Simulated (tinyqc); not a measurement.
Shallow acceptor in the spherical model (Baldereschi-Lipari), strong spin-orbit limit: one step, computed by the program tinyqc.

The 1S(3/2) state has an s envelope f(r) and a d envelope g(r). In effective units they obey -(f'' + 2f'/r + 2f/r) + mu (g'' + 5g'/r + 3g/r^2) = E f and -(g'' + 2g'/r - 6g/r^2 + 2g/r) + mu (f'' - f'/r) = E g. The cubic term, the split-off band and the central cell are left out.

Task: Matrices in a small basis. zeta_i = zeta_1 beta^(i-1), i = 1..n, in both channels. Basis: f_i = exp(-zeta_i r), g_i = r exp(-zeta_i r), weight r^2 dr, s = zeta_i + zeta_j. S_ff = 2/s^3, H_ff = zeta_i zeta_j S_ff - 2/s^2; S_gg = 24/s^5, H_gg = 8/s^3 + 24 zeta_i zeta_j/s^5 - 12/s^4; H(f_i, g_j) = mu (6 zeta_i^2/s^4 + 2 zeta_i/s^3); S_fg = 0. Each function is normalised by sqrt(S_ii).

Inputs (values chosen for the exercise, for a model semiconductor): functions per channel n = 2; smallest exponent zeta_1 = 0.99 1/a*; ratio beta of exponents = 1.9.

mu = 0.6798246

Give: H; S.

Result:

H (Ry*):
```
         f1         f2      g1        g2
f1  -0.9999    -0.8666  0.9617     1.277
f2  -0.8666  -0.223839   1.862     3.472
g1   0.9617      1.862  1.2969     2.464
g2    1.277      3.472   2.464  6.374709
```

S:
```
       f1     f2     g1     g2
f1  1.000  0.859  0.000  0.000
f2  0.859  1.000  0.000  0.000
g1  0.000  0.000  1.000  0.776
g2  0.000  0.000  0.776  1.000
```
